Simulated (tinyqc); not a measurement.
Worked calculation: hot carriers by balance equations with a heated Maxwellian. Computed by tinyqc, a small Python program that keeps every step. Command: `OMP_NUM_THREADS=1 python tinyqc.py 3010274 3010275 out.jsonl hot walk`. One thread of a shared host (Intel(R) Xeon(R) Processor @ 2.30GHz), about 0.01 s of CPU time with the checks. Intermediate numbers are printed to about 6 digits and carried at full precision; extremes and crossings named in words are read from the listed rows.

The carriers follow a Maxwellian at an electron temperature T_e, slightly displaced; the drift energy is neglected against k_B T_e. The balance averages the rate, not the time, so mu_0 lies below the relaxation-time value.

Inputs (values chosen for the exercise, modelled on electrons in diamond): effective mass m = 0.491 m_0; density rho = 3515 kg/m^3; sound velocity v_l = 17800 m/s; acoustic deformation potential D_A = 8.8 eV; phonon energy hbar w = 142 meV; optical or intervalley deformation potential D_o = 8.1 1e8 eV/cm; final valleys Z_f = 5; lattice temperature T = 300 K; electric field F = 14 kV/cm; iteration cap = 300.

Band: parabolic. Solver: Newton.

Constants: k_B = 8.617333262e-05 eV/K; k_B = 1.380649e-23 J/K; e = 1.602176634e-19 C; hbar = 1.054571817e-34 J s; m_0 = 9.1093837015e-31 kg; hbar = 6.582119569e-16 eV s.

## Equilibrium values

Parabolic band: E = hbar^2 k^2/(2 m), speed v = hbar k/m, states per spin, volume and energy g(E) = m k/(2 pi^2 hbar^2). Masses are multiplied by m_0 and all formulas are in SI units. Phonon occupation N_q = 1/(exp(hbar w/(k_B T)) - 1). Acoustic deformation potential (elastic, equipartition, absorption and emission together): 1/tau = 2 pi k_B T D_A^2 g(E)/(hbar rho v_l^2). Optical or intervalley deformation potential: 1/tau = (pi Z_f D_o^2/(rho w)) [N_q g(E + hbar w) + (N_q + 1) g(E - hbar w)], with g = 0 below the band edge. Averages over the Maxwellian, <y> = int y x^(1/2) exp(-x) dx / int x^(1/2) exp(-x) dx with x = E/(k_B T_e), split at x_0 = hbar w/(k_B T_e): 64 Gauss-Legendre points in sqrt(x) below it and 128 in sqrt(x - x_0) above it, up to x = 32. Momentum balance: mu(T_e) = e/(m nu), nu = <x (sum of rates)>/<x>. Power lost per carrier: P(T_e) = hbar w <emission rate - absorption rate> + <(2 m v_l^2/(k_B T)) (E - 2 k_B T) acoustic rate>. Energy relaxation time at weak heating: tau_E = (3/2) k_B / (dP/dT_e), the derivative by a central difference of +/- 0.5 K at T_e = T.

low-field mobility mu_0 = 3449.47 cm^2/(V s)

energy relaxation time tau_E = 1.05021 ps

Energy and momentum relax at comparable rates here.

## Balance functions

The field that sustains T_e follows from e mu F^2 = P.

Against the electron temperature:
```
T_e (K)  mu (cm^2/(V s))  P optical (1e9 eV/s)  P acoustic (1e9 eV/s)  F (kV/cm)  drift velocity (1e7 cm/s)
330              3002.01           4.15140e+00            2.16898e-01      1.206                    0.36213
390              2272.95           1.66813e+01            7.07379e-01      2.766                    0.62868
480              1561.71           4.59895e+01            1.56953e+00      5.518                    0.86182
600              1053.11           1.01435e+02            2.92465e+00      9.955                    1.04834
900               571.78           2.84574e+02            7.16390e+00     22.588                    1.29155
1500              324.16           6.77853e+02            1.84971e+01     46.348                    1.50242
2400              219.79           1.18046e+03            4.09451e+01     74.545                    1.63847
3600              166.56           1.70724e+03            7.88029e+01    103.551                    1.72479
```

Optical phonons take 95 % of the power in the first row and 96 % in the last. The velocity grows as F^0.66 at first and as F^0.16 at the end, so it levels off; if optical phonons alone set both balances the limit at high T_e would be sqrt(3 hbar w tanh(hbar w/2 k_B T)/(4 m)) = 1.95 in the same unit. Rows above 1400 K (k_B T_e > 0.12 eV) stretch the parabolic band.

## First iteration

Newton: h(T_e) = P - e mu F^2, T_new = T_e - h/h', with h' by a central difference of +/- 0.5 K, limited to the range T to 3 T_e. Start at T_e = 1.5 T.

mu at the start = 1756.56 cm^2/(V s)

P at the start = 3.61573e+10 eV/s

new T_e = 625.749 K

## The whole iteration

Start at T_e = 1.5 T; stop when T_e moves by less than 1e-6 K or exceeds 1e6 K.

Course of the iteration:
```
iteration  T_e (K)  mu (cm^2/(V s))     step (K)
1          450.000          1756.56  1.75749e+02
2          625.749           981.56  6.92646e+01
3          695.014           828.99  3.74130e+00
4          698.755           822.08  7.75913e-03
5          698.763           822.07  3.51804e-08
```

electron temperature T_e = 698.763 K

Converged in 5 iterations.

## Drift velocity

v = mu(T_e) F; warm-carrier coefficient (mu/mu_0 - 1)/F^2.

mobility mu(T_e) = 822.071 cm^2/(V s)

drift velocity = 1.15090 1e7 cm/s

mu/mu_0 = 0.238318

(mu/mu_0 - 1)/F^2 = -0.00388613 cm^2/kV^2

T_e/T = 2.33; the simple estimate T + (2/3) e mu_0 F^2 tau_E/k_B would give 5793 K, too high since mu falls and tau_E changes as the gas heats. Caution: the drift energy m v^2/2 is not small against the heating (3/2) k_B (T_e - T), so T_e - T is rough.

Checks made by the program: detailed balance, P(T_e = T) = 0, on the scale of P at 1.1 T (relative difference below 1e-10).
